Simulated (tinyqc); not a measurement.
Trench capacitor in an array: capacitance, non-linearity, leakage and relaxation: two steps of the calculation.

A film between two metal electrodes, each interface adding a series capacitance ci. The small-signal permittivity is ek (1 + aq E^2); the field is found with the linear permittivity. Leakage J = J0 sinh(E/Ef). After a voltage step the film passes a relaxation current kr C V tt^(-nr), tt being the time in seconds. The sidewall is a coaxial capacitor with radii a = dm/2 - t and b = dm/2, depth AR dm; the end face is left out.

Inputs (values chosen for the exercise); permittivity of the order of that of hafnium oxide: relative permittivity of the film ek = 21; film thickness t = 7.2 nm; capacitance of each electrode interface (dead layer and screening) ci = 210 uF/cm^2; quadratic field coefficient of the permittivity aq = 0.0092 cm^2/MV^2; bias V = 1.8 V; leakage prefactor J0 = 1.2e-10 A/cm^2; field for an e-fold rise of the leakage Ef = 0.21 MV/cm; diameter of the hole dm = 56 nm; aspect ratio, depth over diameter AR = 10; pitch of the square array pt = 110 nm; resistivity of the inner electrode rho = 280 uohm cm.

Constants: eps0 = 8.8541878128e-14 F/cm where lengths are in cm. Results are converted to the units shown.

Task 1. Planar capacitance, field and non-linearity. Planar film: Cf = eps0 ek/t, 1/C = 1/Cf + 2/ci, EOT = 3.9 eps0/C, effective permittivity C t/eps0, E = (V/t) C/Cf; quadratic coefficient [C(V)/C - 1]/V^2 with Cf (1 + aq E^2) in C(V).

Give: Cf; C; EOT; effective permittivity; E; quadratic coefficient; J.

Result 1.

Cf = 2.582 uF/cm^2
C = 2.520 uF/cm^2
EOT = 1.370 nm
effective permittivity = 20.50
E = 2.440 MV/cm
quadratic coefficient = 1.648e4 ppm/V^2
J = 6.671e-6 A/cm^2

The interfaces take 2.40 % of the voltage.

Task 2. Cell capacitance, fields and time constant. Per length 1/c = ln(b/a)/(2 pi eps0 ek) + (1/a + 1/b)/(2 pi ci); cell capacitance c AR dm; per footprint over pt^2; fields c V/(2 pi eps0 ek r) at r = a and b; resistance of the inner electrode rho AR dm/(pi a^2); time constant R C/3 of the distributed line.

Give: a; b; cell capacitance; capacitance per footprint; field at a; field at b; R; R C/3.

Result 2.

a = 20.80 nm
b = 28.00 nm
cell capacitance = 2.147 fF
capacitance per footprint = 17.75 uF/cm^2
field at a = 2.840 MV/cm
field at b = 2.110 MV/cm
R = 1.154 kohm
R C/3 = 0.8258 ps

The array gives 7.04 times the planar capacitance per footprint; curvature makes the field at the inner electrode 1.16 times the planar value.

Numbers from tinyqc (`OMP_NUM_THREADS=1 python tinyqc.py 2102057 2102058 out.jsonl`; about 0.01 s on one thread of a shared Intel Xeon 2.30GHz).
